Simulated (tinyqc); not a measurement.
Concentration-dependent dopant diffusion with charged defects and the built-in field: one step, computed by the program tinyqc.

A constant source C_s feeds a half space. The dopant moves through neutral point defects and through charged ones, whose number grows with the majority carrier density n.

Question. Intrinsic density and partial diffusivities. n_i = 3.87e16 T^1.5 exp(-7014/T) per cm^3 (T in kelvin, an empirical form); each D = prefactor x exp(-E/(k_B T)); the intrinsic diffusivity D_i is their sum. Temperatures in kelvin are T(C) + 273.15.

Inputs (values chosen for the exercise, modelled on boron in silicon): neutral prefactor D0x = 0.0481 cm^2/s; neutral activation energy E0 = 3.5 eV; singly charged prefactor D01 = 1.07 cm^2/s; activation energy E1 = 3.5 eV; temperature T = 1050 C.

Field enhancement: off.

Constants: k_B = 8.617333262e-05 eV/K.

Give: n_i; partial diffusivities; intrinsic diffusivity D_i.

Answer.

n_i = 9.288e+18 1/cm^3

partial diffusivities (cm^2/s): Dx 2.243e-15, D1 4.991e-14

intrinsic diffusivity D_i = 5.215e-14 cm^2/s
